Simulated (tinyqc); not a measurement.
# From E_F at growth back to shift s of the chemical potential

Model: self-consistent Fermi level with native defects, at growth and after a quench. Computed by tinyqc, a small Python program. Command: `OMP_NUM_THREADS=1 python tinyqc.py 3023968 3023969 out.jsonl scfermi inv`. One thread of a shared host (Intel(R) Xeon(R) Processor @ 2.30GHz), about 0.1 s of CPU time with the checks.

Energies are counted from the top of the valence band (VBM); when the gap shrinks with temperature the conduction band moves and the levels stay. The added dopant is taken as fully ionised. D and A draw on one reservoir with opposite signs, as the two vacancies of a compound do.

Inputs (values chosen for the exercise, with bands modelled on CdS):

| quantity | value | unit |
|---|---|---|
| gap E_g at 300 K | 2.49 | eV |
| slope -dE_g/dT above 300 K | 0.00029 | eV/K |
| electron mass m_e | 0.196 | m_0 |
| valleys M_c | 1 | - |
| hole mass m_h | 0.79 | m_0 |
| E_f of the neutral native donor D | 1.611 | eV |
| E_f of the neutral native acceptor A | 1.69 | eV |
| site density N_s | 3.6e+22 | cm^-3 |
| dopant density N_X | 4.3e+18 | cm^-3 |
| growth temperature T_g | 1230 | K |

Added shallow dopant: acceptor.

levels of D above the VBM, most positive state first (eV): 1.59

levels of A above the VBM, (0/-1) first (eV): 0.87  1.32

Constants: m_0 = 9.1093837015e-31 kg; k_B = 1.380649e-23 J/K; h = 6.62607015e-34 J s; k_B = 8.617333262e-05 eV/K.

Method:
- E_f(D, 0) = input + s and E_f(A, 0) = input - s; E_f(q, E_F = 0) follows from the levels, eps(q/q-1) = E_f(q - 1) - E_f(q) at E_F = 0.
- E_g(T) = E_g - slope x max(0, T - 300 K).
- N_c = 2 M_c (2 pi m_e k_B T/h^2)^(3/2) and N_v = 2 (2 pi m_h k_B T/h^2)^(3/2), masses in units of m_0.
- At growth T = T_g.
- n = N_c F_1/2((E_F - E_g)/k_B T), p = N_v F_1/2(-E_F/k_B T).
- F_1/2(eta) = (2/sqrt(pi)) int_0^infinity sqrt(x)/(1 + exp(x - eta)) dx, by the trapezoid rule in t = sqrt(x) with step 0.02 up to t = 12 (for eta < -12 by exp(eta) - exp(2 eta)/2^(3/2)).
- In equilibrium c_q = N_s exp(-(E_f(q, 0) + q E_F)/k_B T).
- Net charge = p - n + sum q c_q - N_X; the log ratio is ln(positive charge/negative charge).
- E_F is the root of the log ratio, by 50 bisections between -0.5 eV and E_g + 0.5 eV.

Question. A run gave the result below. Find the shift s of the chemical potential, known to lie between 0.14 and 0.27 eV.

E_F at growth = 0.7521188 eV

Answer.

Each step takes the trial c = (a f_b - b f_a)/(f_b - f_a), f being the result less the target and a, b, c the logarithms of the listed values; c replaces end b, the old b replaces a if the sign of f changed, and otherwise f_a is halved.

Scan of the range:

| shift s of the chemical potential (eV) | E_F at growth (eV) |
|---|---|
| 0.140 | 0.798145 |
| 0.156 | 0.782459 |
| 0.174 | 0.764872 |
| 0.194 | 0.745419 |
| 0.217 | 0.723184 |
| 0.242 | 0.699219 |
| 0.270 | 0.672689 |

False position (Illinois rule, in the logarithm of the input) inside the bracket:

| step | end a | end b | trial | E_F at growth (eV) |
|---|---|---|---|---|
| 1 | 0.174000 | 0.194000 | 0.186865 | 0.752347 |
| 2 | 0.194000 | 0.186865 | 0.187096 | 0.752123 |
| 3 | 0.194000 | 0.187096 | 0.187104 | 0.752115 |
| 4 | 0.187096 | 0.187104 | 0.187100 | 0.752119 |

E_F at growth falls at every point of a 13-point scan of the range (every second point is shown), so one value fits; it is bracketed by 0.174 and 0.194. Answer: shift s of the chemical potential = 0.1871 eV.
